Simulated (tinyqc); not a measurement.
Free and trapped electrons in a MOS channel with a dense trap tail: one step of the calculation.

p-type body, charge-sheet picture, full ionisation (an idealisation for deep acceptors), Boltzmann statistics for free electrons. e = Ec - EF at the surface. Acceptor-like traps of density D(E) = D0 + De exp(-E/Ew) at depth E below Ec, from 0 to Eu, hold n_t = integral of D(E)/(1 + exp((e - E)/Vt)). psi = Eg - Vt ln(Nv/Na) - e; N_dep = sqrt(2 eps0 eps_r Na (psi - Vt)/q); n_f = sqrt(N_dep^2 + 2 eps0 eps_r Vt Nc exp(-e/Vt)/q) - N_dep; Vg = Vfb + psi + q (N_dep + n_t + n_f)/Cox, Cox = eps0 eox/tox.

Problem. Charges and gate voltage. psi, N_dep, n_f and Vg as defined, with the n_t given; free share n_f/(n_f + n_t); apparent mobility mf n_f/(n_f + n_t); gate voltage spent on traps q n_t/Cox.

Inputs (values chosen for the exercise); band and dielectric values close to those of 4H silicon carbide: temperature T = 300 K; band gap Eg = 3.2 eV; relative permittivity eps_r = 9.79; conduction-band density of states at T Nc = 1.7e19 cm^-3; valence-band density of states at T Nv = 2.48e19 cm^-3; relative permittivity of the insulator eox = 3.9; insulator thickness tox = 60 nm; acceptor density Na = 2.1e16 cm^-3; flat-band voltage without trapped charge Vfb = -1.98 V; mobility of free electrons mf = 110 cm^2/(V s); Ec - EF at the surface e = 0.086 eV.

Constants: q = 1.602176634e-19 C, kB = 1.380649e-23 J/K, Vt = kB T/q, eps0 = 8.8541878128e-14 F/cm where lengths are in cm. Results are converted to the units shown.

n_t = 1.6050356e11 cm^-2

Give: psi; N_dep; n_f; Vg; free share; apparent mobility; gate voltage spent on traps.

Solution.

psi = 2.931 V
N_dep = 8.125e11 cm^-2
n_f = 9.906e10 cm^-2
Vg = 3.936 V
free share = 38.16 %
apparent mobility = 41.98 cm^2/(V s)
gate voltage spent on traps = 0.4468 V

tinyqc, about 0.02 s, one thread, Intel Xeon 2.30GHz (shared host): `OMP_NUM_THREADS=1 python tinyqc.py 2222225 2222226 out.jsonl`
